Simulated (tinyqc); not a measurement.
# Worked calculation: frequency dispersion of an accumulation capacitance by border traps, distributed model

Computed by the program tinyqc: `OMP_NUM_THREADS=1 python tinyqc.py 2202209 2202210 out.jsonl`, one thread of a shared Intel Xeon 2.30GHz, about 0.7 s for the whole run. Printed values are rounded.

Traps spread evenly through the insulator exchange electrons with the semiconductor by tunnelling, with tau(x) = t0 exp(2 ka x) at depth x from the interface. The admittance per area Y seen at depth x obeys dY/dx = -Y^2/(i w eps0 eox) + q Nb ln(1 + i w tau)/tau, with Y(0) = i w Cs and w = 2 pi f; the gate sees Y(tox) = G + i w C. Working variable y = Y/(i w), in uF/cm^2. Cox = eps0 eox/tox.

Values chosen for this exercise; permittivity close to that of aluminium oxide: relative permittivity of the insulator eox = 8.67; insulator thickness tox = 12 nm; semiconductor capacitance in accumulation Cs = 1.2 uF/cm^2; density of border traps Nb = 5.7e18 cm^-3 eV^-1; decay constant of the wave function in the insulator ka = 4.7 1/nm; time constant of a trap at the interface t0 = 8e-11 s; frequency f = 1e6 Hz; depth down to which the steps are taken xe = 1.3 nm.

Constants: q = 1.602176634e-19 C, eps0 = 8.8541878128e-14 F/cm where lengths are in cm. Results are converted to the units shown.

## Scales and lumped estimate

Cox; trap-free value 1/(1/Cox + 1/Cs); response depth d = ln(1/(w t0))/(2 ka), where w tau = 1; lumped estimate: all traps within d act as C_bt = q Nb d placed at d/2, so C = 1/{1/[1/(1/Cs + d/(2 eps0 eox)) + C_bt] + (tox - d/2)/(eps0 eox)}.

Cox = 0.639715 uF/cm^2
trap-free C = 0.417270 uF/cm^2
d = 0.808043 nm
C_bt = 0.0737938 uF/cm^2
lumped C = 0.426956 uF/cm^2

The traps within reach amount to 0.0615 Cs and lie in the first 6.73 % of the insulator.

## Midpoint steps through the active depth

In terms of y: dy/dx = -y^2/(eps0 eox) + s(x), s = q Nb ln(1 + z)/z, z = i w tau. 11 midpoint steps of h = xe/11: y_half = y + (h/2) y'(x, y), y(new) = y + h y'(x + h/2, y_half).

x, point 0 to 11 (nm): [0, 0.118182, 0.236364, 0.354545, 0.472727, 0.590909, 0.709091, 0.827273, 0.945455, 1.06364, 1.18182, 1.3]
s, point 0 to 11 (uF/(cm^2 nm)): [0.0913241-0.0000230i, 0.0913240-0.0000697i, 0.0913234-0.0002117i, 0.0913180-0.0006429i, 0.0912684-0.0019511i, 0.0908156-0.0058816i, 0.0869851-0.0167420i, 0.0667167-0.0339248i, 0.0326915-0.0333306i, 0.0122345-0.0198872i, 0.0041928-0.0095607i, 0.0013984-0.0041428i]
y, point 0 to 11 (uF/cm^2): [1.20000+0.00000i, 1.18883+0.00000i, 1.17807-0.00002i, 1.16769-0.00006i, 1.15767-0.00019i, 1.14798-0.00058i, 1.13848-0.00174i, 1.12815-0.00468i, 1.11457-0.00879i, 1.09811-0.01160i, 1.08069-0.01283i, 1.06329-0.01315i]

## Capacitance and conductance at the gate

y at xe = 1.06329-0.01315i uF/cm^2

Beyond xe the traps are ignored, so 1/y(tox) = 1/y(xe) + (tox - xe)/(eps0 eox); C = Re y, G/w = -Im y, loss tangent G/(w C).

y at the gate = 0.428405-0.002134i uF/cm^2
C = 0.428405 uF/cm^2
G/w = 0.00213427 uF/cm^2
loss tangent = 0.00498191

A fine integration over the whole insulator gives C = 0.42844 and G/w = 0.002221 uF/cm^2; the coarse G/w is 3.9 % below that. The fine C is 2.7 % above the trap-free value, and the lumped estimate is 0.35 % below the fine result.
